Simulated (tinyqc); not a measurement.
Worked calculation: strain-driven crossing of the Gamma and L valleys in a germanium-like crystal alloyed with tin. Values are carried at full precision from step to step, so a last printed digit may differ when a step is redone from the rounded ones.

With tin the unstrained gaps become E(y) = (1 - y) E + y EgS - CS y (1 - y); all other values are kept.
Constants: kB = 8.617333262e-05 eV/K; hc = 1239.841984 eV nm.

Inputs chosen for the exercise (near those of Ge, gaps at low temperature; the results hold for these values, not for the real material):
```
symbol  value            unit  meaning
Eg      0.912            eV    gap at Gamma to the s-like level
EgL     0.756            eV    gap to L
EgS     (-0.399, 0.081)  eV    Gamma and L gaps of the tin end
CS      (2.87, 1.16)     eV    bowing of the Gamma and L gaps
y       0.03                   tin fraction
C11     130.6            GPa
C12     48.2             GPa
C44     66.3             GPa
load    biaxial (111)          kind of strain
e0      0.0147                 size of the strain
Dso     0.288            eV    spin-orbit splitting
ac      -8.24            eV    conduction deformation potential
av      1.24             eV    valence hydrostatic potential
b       -2.57            eV    tetragonal shear potential
d       -5.22            eV    trigonal shear potential
aL      -1.73            eV    hydrostatic potential of the L edge, Xd + Xu/3
XuL     16.09            eV    uniaxial potential, L
mG      0.0398           m0    mass at Gamma
mL      0.565            m0    density-of-states mass of the four L valleys together
T       200              K     temperature
```

## Gaps of the unstrained alloy

Give both gaps, their difference, and the y at which they cross (the root of a quadratic between 0 and 0.3).

Gamma and L gaps (eV): 0.7892  0.7020

Gamma - L = 0.0872 eV
crossing y = 0.0701

Without strain the alloy is indirect.

## The strain tensor for a biaxial (111) load

Biaxial loads: e0 is the in-plane strain e_par and the normal is free. (001): e_perp = -2 (C12/C11) e_par; exx = eyy = e_par, ezz = e_perp, no shear. (111): e_perp = -(2 C11 + 4 C12 - 4 C44)/(C11 + 2 C12 + 4 C44) e_par; exx = eyy = ezz = (2 e_par + e_perp)/3 and exy = eyz = ezx = (e_perp - e_par)/3. (110): e_perp = -(C11 + 3 C12 - 2 C44)/(C11 + C12 + 2 C44) e_par; exx = eyy = (e_par + e_perp)/2, ezz = e_par, exy = (e_perp - e_par)/2, eyz = ezx = 0. Uniaxial loads: a stress along n, scaled so that n.e.n = e0, with exx = s11 sxx + s12 (syy + szz), exy = s44 sxy/2, s11 = (C11 + C12)/((C11 - C12)(C11 + 2 C12)), s12 = -C12/((C11 - C12)(C11 + 2 C12)), s44 = 1/C44.

Form the tensor and its trace.

strain tensor in the cubic axes:
```
           x          y          z
x   0.007920  -0.006780  -0.006780
y  -0.006780   0.007920  -0.006780
z  -0.006780  -0.006780   0.007920
```

tr(e) = 0.023761

## Band edges

Edges from the unstrained valence top: Gamma at Eg + ac tr(e); an L valley with unit axis u at EgL + aL tr(e) + XuL (u.e.u - tr(e)/3), u along [111], [1-1-1], [-11-1], [-1-11]; valence edges are the levels of the 6 x 6 matrix of X, Y, Z times spin with -Dso/3 + l exx + m (eyy + ezz) on the diagonal (cyclic), n exy off it, l = av + 2 b, m = av - b, n = sqrt(3) d. Spin-orbit term (Dso/3) L.sigma on X, Y, Z with (L_k)_ij = -i epsilon_kij: <X+|H|Y+> = -i Dso/3, <X+|H|Z-> = Dso/3, <Y+|H|Z-> = -i Dso/3, <Z+|H|X-> = -Dso/3, <Z+|H|Y-> = i Dso/3, <X-|H|Y-> = i Dso/3, and their conjugates; + and - are the spin along z.

Give the edges and the direct and indirect gaps from the top valence edge.

Gamma edge = 0.5934 eV

L edges (eV): [111] 0.4427, [1-1-1] 0.7336, [-11-1] 0.7336, [-1-11] 0.7336

valence edges from the top (eV): 0.1111  -0.0318  -0.2789

direct and indirect gap (eV): 0.4823  0.3316

The gap is indirect: Gamma lies 151 meV above the lowest L valley. The top two valence edges are 143 meV apart.

## Electrons in the Gamma valley

Non-degenerate, parabolic: share = mG^(3/2)/(mG^(3/2) + (mL^(3/2)/4) sum_i exp(-(E_Li - E_Gamma)/kT)). Also the offset at which four equal L valleys hold half of the electrons, kT ln((mL/mG)^(3/2)), and the wavelength hc/E of the direct gap.

(mL/mG)^(3/2) = 53.49
share in Gamma = 0.00120 %
offset for an even split = 68.6 meV
wavelength = 2571 nm

With the L valleys as they lie here, Gamma must be 45 meV below the lowest of them to hold half of the electrons at 200 K; it lies 151 meV above. A direct gap alone is not enough.

tinyqc: `OMP_NUM_THREADS=1 python tinyqc.py 1051556 1051557 out.jsonl`; about 0.01 s, one thread, shared Intel(R) Xeon(R) Processor @ 2.30GHz.
